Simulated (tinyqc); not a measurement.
Changing the surface concentration C_s: concentration-dependent dopant diffusion with charged defects and the built-in field. Computed by tinyqc, a small Python program. Command: `OMP_NUM_THREADS=1 python tinyqc.py 3014739 3014740 out.jsonl extrinsic sweep`. One thread of a shared host (Intel(R) Xeon(R) Processor @ 2.30GHz), about 0.7 s of CPU time with the checks.

A constant source C_s feeds a half space. The dopant moves through neutral point defects and through charged ones, whose number grows with the majority carrier density n.

Inputs (values chosen for the exercise, modelled on antimony in silicon):

| quantity | value | unit |
|---|---|---|
| neutral prefactor D0x | 0.214 | cm^2/s |
| neutral activation energy E0 | 3.64 | eV |
| singly charged prefactor D01 | 14.9 | cm^2/s |
| activation energy E1 | 4.07 | eV |
| junction level C_B | 1.2e+16 | 1/cm^3 |
| temperature T | 925 | C |
| time t | 3400 | s |

Field enhancement: on.

Constants: k_B = 8.617333262e-05 eV/K.

Method:
- n_i = 3.87e16 T^1.5 exp(-7014/T) per cm^3 (T in kelvin, an empirical form); each D = prefactor x exp(-E/(k_B T)); the intrinsic diffusivity D_i is their sum.
- Temperatures in kelvin are T(C) + 273.15.
- n = C/2 + sqrt(C^2/4 + n_i^2); D(C) = h [Dx + D1 (n/n_i)], h = 1 + C/sqrt(C^2 + 4 n_i^2).
- With y = x/sqrt(D_s t), u = C/C_s and q = -(D/D_s) du/dy: du/dy = -q D_s/D, dq/dy = -(y/2) q D_s/D, u(0) = 1. The surface flux q(0) is shot so that u tends to 0 (LSODA, an adaptive multistep solver, relative tolerance 1e-10). Dose Q = 2 q(0) C_s sqrt(D_s t).
- The junction lies where C = C_B.

One run for each value:

| surface concentration C_s (1/cm^3) | enhancement D_s/D_i | junction depth x_j (nm) | dose Q (1/cm^2) | junction in units of sqrt(D_s t) |
|---|---|---|---|---|
| 5.00e+17 | 1.08 | 27.8 | 4.982e+11 | 3.099 |
| 1.50e+18 | 1.27 | 33.1 | 1.573e+12 | 3.419 |
| 4.60e+18 | 1.91 | 39.0 | 5.569e+12 | 3.281 |
| 1.40e+19 | 4.07 | 47.3 | 2.303e+13 | 2.728 |
| 4.30e+19 | 10.66 | 62.0 | 1.102e+14 | 2.207 |
| 1.30e+20 | 30.30 | 89.3 | 5.522e+14 | 1.886 |
| 4.00e+20 | 91.25 | 141.8 | 2.928e+15 | 1.725 |

Describe and explain the trends.

Over the rows, enhancement D_s/D_i rises from 1.08 to 91.3 (exponent d ln y / d ln x 0.14 between the first rows and 0.98 between the last); junction depth x_j (nm) rises from 27.8 to 142 (exponent d ln y / d ln x 0.16 between the first rows and 0.41 between the last); dose Q (1/cm^2) rises from 4.98e11 to 2.93e15 (exponent d ln y / d ln x 1.0 between the first rows and 1.5 between the last). At the high end the exponent of enhancement D_s/D_i is 0.98, close to 1: singly charged defects follow n. At the low end the exponent of dose Q is 1.05, close to 1: the intrinsic, linear regime. At the high end the exponent of dose Q is 1.48, close to 1.5: D proportional to C: Q scales as C_s sqrt(C_s). In units of sqrt(D_s t), D_s = D(C_s), the junction is deepest, 3.42, at C_s = 1.5e18 among these rows and ends at 1.72: a larger C_s/C_B pushes it out along the tail, while the tail diffuses with D_i, ever further below D_s.

Caution (rows 4.30e19, 1.30e20, 4.00e20): at such concentrations dopants can cluster or exceed their solubility; the active fraction and the diffusivity then fall below the model.
